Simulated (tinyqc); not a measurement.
# Changing the recovery time t_r

Model: bias-temperature instability from a Gaussian distribution of capture and emission barriers. Computed by tinyqc, a small Python program. Command: `OMP_NUM_THREADS=1 python tinyqc.py 3022567 3022568 out.jsonl bti sweep`. One thread of a shared host (Intel(R) Xeon(R) Processor @ 2.30GHz), about 0.03 s of CPU time with the checks.

Each trap has a capture time tau_0 exp(E_c/(k_B T)) under stress and an emission time tau_0 exp(E_e/(k_B T)) after it. E_c is Gaussian, and E_e = E_c + d with d Gaussian and independent. A trap counts as filled once t_s exceeds its capture time and as emptied once t_r exceeds its emission time.

Inputs (values chosen for the exercise, for a model p-channel transistor):
```
quantity                                      value        unit
shift with all traps filled V_max                90          mV
mean capture barrier at zero field mu_c        1.66          eV
spread of capture barriers sigma_c             0.24          eV
lowering of mu_c per field k_F                0.038  eV/(MV/cm)
oxide field F                                   4.9       MV/cm
mean of E_e - E_c at the stress field, delta  0.047          eV
spread of E_e - E_c, sigma_d                   0.18          eV
time constant tau_0                           6e-09           s
temperature T                                   125           C
stress time t_s                                3000           s
```

Constants: k_B = 8.617333262e-05 eV/K.

Method:
- Demarcation energies E_s = k_B T ln(t_s/tau_0), E_r = k_B T ln(t_r/tau_0); mean barrier mu = mu_c - k_F F; z = (E_s - mu)/sigma_c; Phi is the standard normal distribution.
- Temperatures in kelvin are T(C) + 273.15.
- Shift without recovery dV0 = V_max Phi(z); local time exponent n = d ln dV0/d ln t_s = (k_B T/sigma_c) exp(-z^2/2)/(sqrt(2 pi) Phi(z)); apparent activation energy n E_s.
- Remaining shift dV = V_max int_(-infinity)^(E_s) g(E_c) [1 - Phi((E_r - E_c - delta)/sigma_d)] dE_c, g the Gaussian density of E_c (Gauss-Legendre, 120 points over 7 sigma_c below E_s).

One run for each value:
```
recovery time t_r (s)  remaining shift dV (mV)  remaining share dV/dV0  E_r (eV)
1.00e-07                               0.99126                 0.99991    0.0965
1.00e-05                               0.99028                 0.99892    0.2545
1.00e-03                               0.98227                 0.99083    0.4125
1.00e-01                               0.93835                 0.94653    0.5705
1.00e+01                               0.79046                 0.79736    0.7285
1.00e+03                               0.50640                 0.51082    0.8865
1.00e+05                               0.21119                 0.21304    1.0445
```

Over the rows, remaining shift dV (mV) falls from 0.991 to 0.211 (exponent d ln y / d ln x -2.1e-4 between the first rows and -0.19 between the last); remaining share dV/dV0 falls from 1.000 to 0.213 (exponent d ln y / d ln x -2.1e-4 between the first rows and -0.19 between the last); E_r (eV) rises from 0.0965 to 1.04 (exponent d ln y / d ln x 0.21 between the first rows and 0.036 between the last). Each decade of t_r moves E_r by k_B T ln 10 through a broad distribution, so recovery spreads over many decades.
